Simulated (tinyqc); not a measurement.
Quantum point contact as a saddle point: one step of the calculation.

Potential V0 - m wx^2 x^2/2 + m wy^2 y^2/2; energies are counted from V0. Mode n = 0, 1, ... transmits T_n(E) = 1/(1 + exp(-2 pi (E - E_n)/wx)), E_n = wy (n + 1/2); each mode carries 2 q^2/h.

Problem. Thermal average on a coarse grid. g(T) = int g(E) (-df/dE) dE = int g(mu + x kB T) dx/(4 cosh^2(x/2)), g(E) the zero-temperature value at E, g = G/(2 q^2/h). Simpson's rule on nE equally spaced x from -xm to xm.

Values chosen for this exercise:
```
symbol,value,unit,meaning
T,2.5,K,temperature
wy,3.1,meV,transverse quantum hbar wy
wx,3,meV,curvature of the barrier hbar wx
mu,9.89,meV,Fermi level above the saddle point
nE,15,,points of the energy grid
xm,8,,half-range of the grid in kB T
```

Constants: q = 1.602176634e-19 C, kB = 1.380649e-23 J/K, Vt = kB T/q. Results are converted to the units shown.

Find: x; E; g(E); weight; integral of the weight; g(T); g(T) divided by the integral of the weight.

Solution.

```
point       x  E (meV)   g(E)  weight
0      -8.000     8.17  2.708  0.0003
1      -6.857     8.41  2.806  0.0010
2      -5.714     8.66  2.880  0.0033
3      -4.571     8.91  2.935  0.0101
4      -3.429     9.15  2.977  0.0304
5      -2.286     9.40  3.015  0.0838
6      -1.143     9.64  3.056  0.1833
7       0.000     9.89  3.107  0.2500
8       1.143    10.14  3.177  0.1833
9       2.286    10.38  3.270  0.0838
10      3.429    10.63  3.385  0.0304
11      4.571    10.87  3.513  0.0101
12      5.714    11.12  3.640  0.0033
13      6.857    11.37  3.751  0.0010
14      8.000    11.61  3.839  0.0003
```

integral of the weight = 1.001
g(T) = 3.131
g(T) divided by the integral of the weight = 3.127

Program tinyqc, `OMP_NUM_THREADS=1 python tinyqc.py 2740030 2740031 out.jsonl`; Intel Xeon 2.30GHz, shared host, one thread, about 0.04 s.
